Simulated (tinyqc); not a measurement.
Dispersion against the sound-wave line: Born-von Karman spring model of a cubic crystal with one atom per cell. Computed by tinyqc, a small Python program. Command: `OMP_NUM_THREADS=1 python tinyqc.py 3029092 3029093 out.jsonl springs walk`. One thread of a shared host (Intel(R) Xeon(R) Processor @ 2.30GHz), about 0.1 s of CPU time with the checks.

First neighbours lie at a/2 (1,1,0) (12 of them), second at a (1,0,0) (6), with all permutations and signs; the volume per atom is Omega = a^3/4.

Inputs (values chosen for the exercise, for a model crystal):

| quantity | value | unit |
|---|---|---|
| atomic mass M | 192 | u |
| radial spring k1L | 0.437 | eV/angstrom^2 |
| transverse spring k1T | 0.024 | eV/angstrom^2 |
| radial spring k2L | 0.11 | eV/angstrom^2 |
| transverse spring k2T | -0.0064 | eV/angstrom^2 |

Lattice: fcc.

Constants: nu for 1 eV/(angstrom^2 u) = 15.6333042 THz.

Method:
- A neighbour at R with unit vector n couples by the matrix K(R) = kL n n^T + kT (1 - n n^T), and D(q) = (1/M) sum_R K(R) [1 - cos(q.R)].
- An eigenvalue lambda of D in eV/(angstrom^2 u) gives nu = 15.6333042 THz x sqrt(lambda).
- The last column divides the top branch by the straight line with its slope at G. End points in 2 pi/a: X = (1, 0, 0), L = (0.5, 0.5, 0.5).

Frequencies (THz) along two lines:

| line | fraction of the way | nu 1 | nu 2 | nu 3 | nu 3 / linear |
|---|---|---|---|---|---|
| G-X | 0.10 | 0.2456 | 0.2456 | 0.4103 | 0.99195 |
| G-X | 0.25 | 0.6027 | 0.6027 | 0.9836 | 0.95116 |
| G-X | 0.40 | 0.9305 | 0.9305 | 1.4589 | 0.88174 |
| G-X | 0.55 | 1.2111 | 1.2111 | 1.8058 | 0.79371 |
| G-X | 0.70 | 1.4269 | 1.4269 | 2.0232 | 0.69873 |
| G-X | 0.85 | 1.5632 | 1.5632 | 2.1340 | 0.60694 |
| G-X | 1.00 | 1.6099 | 1.6099 | 2.1667 | 0.52379 |
| G-L | 0.10 | 0.2164 | 0.2164 | 0.3521 | 0.99589 |
| G-L | 0.25 | 0.5293 | 0.5293 | 0.8614 | 0.97450 |
| G-L | 0.40 | 0.8130 | 0.8130 | 1.3231 | 0.93549 |
| G-L | 0.55 | 1.0517 | 1.0517 | 1.7117 | 0.88016 |
| G-L | 0.70 | 1.2323 | 1.2323 | 2.0057 | 0.81033 |
| G-L | 0.85 | 1.3449 | 1.3449 | 2.1889 | 0.72827 |
| G-L | 1.00 | 1.3831 | 1.3831 | 2.2511 | 0.63662 |

What does the comparison show, and why?

Along G-X the top branch ends at 52 % of its linear extrapolation. Along G-L the top branch ends at 64 % of its linear extrapolation, which is the 2/pi of a pure sine: planes normal to this line couple to their next planes alone. A Debye model keeps the straight line throughout.
